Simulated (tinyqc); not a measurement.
Ionisation and resistivity against doping: donors on two lattice sites with valley-orbit split states.

Each donor binds at most one electron, in any of its states. For a site s, W_s = sum over its states of g exp(E/kT), and the ionised share is 1/(1 + W_s exp(eta)), eta = (EF - Ec)/kT; n = Nc F_1/2(eta); neutrality n + NA = ND x (mean ionised share, the two sites in equal numbers); holes are neglected. Nc from N = 2 (m kB T/(4 pi c))^(3/2) with c = hbar^2/2m0, in 1/angstrom^3; times 1e24 for 1/cm^3, m = md. F_j(eta) = (1/Gamma(j + 1)) integral_0^infinity x^j dx/(1 + exp(x - eta)), which tends to exp(eta) for eta << 0.

Mobility (Caughey-Thomas form): mu = mu0 + (mu1 (T/300)^(-ga) - mu0)/(1 + ((ND + NA)/Nr)^de); rho = 1/(e n mu), e = 1.602176634e-19 C.

Constants: hbar^2/2m0 = 3.80998211 eV angstrom^2; kB = 8.617333262e-05 eV/K.

Inputs chosen for the exercise (near those of nitrogen in 4H-SiC; not measured data):
```
symbol  value                      unit        meaning
md      0.784                      m0          density-of-states mass of the conduction band
E       (58.7, 51.3, 120.7, 77.9)  meV         binding energies of h ground, h excited, k ground, k excited
g       (2, 4, 2, 4)                           their degeneracies with spin
T       300                        K
mu0     37                         cm^2/(V s)  mobility at heavy doping
mu1     917                        cm^2/(V s)  mobility at light doping and 300 K
Nr      1.9e+17                    1/cm^3      reference doping
de      0.61                                   doping exponent
ga      2.4                                    temperature exponent
```

NA = 0.

Results:
```
ND (1/cm^3)  n (1/cm^3)   n/ND  mu (cm^2/(V s))  rho (ohm cm)  rho at full ionisation
1.0e+14        9.99e+13  0.999              908          68.8                    68.7
1.0e+15        9.90e+14  0.990              883          7.14                    7.07
1.0e+16        9.20e+15  0.920              792         0.857                   0.788
3.0e+16        2.46e+16  0.821              701         0.361                   0.297
1.0e+17        6.59e+16  0.659              562         0.169                   0.111
3.0e+17        1.49e+17  0.495              416         0.101                  0.0500
1.0e+18        3.33e+17  0.333              271        0.0690                  0.0230
2.0e+18        5.12e+17  0.256              206        0.0591                  0.0151
```

From 1e16 to 1e18 1/cm^3 rho falls by a factor 12.4, not 100: the mobility takes a factor 2.92 and incomplete ionisation 2.76. n/ND is below 0.9 from 3e+16 1/cm^3 on. Near 1e19 1/cm^3 and above the levels merge with the band, and already below that screening lowers the binding energy, so the last rows understate n.

Program tinyqc; command `OMP_NUM_THREADS=1 python tinyqc.py 1650204 1650205 out.jsonl`; about 0.01 s on one thread of a shared Intel(R) Xeon(R) Processor @ 2.30GHz.
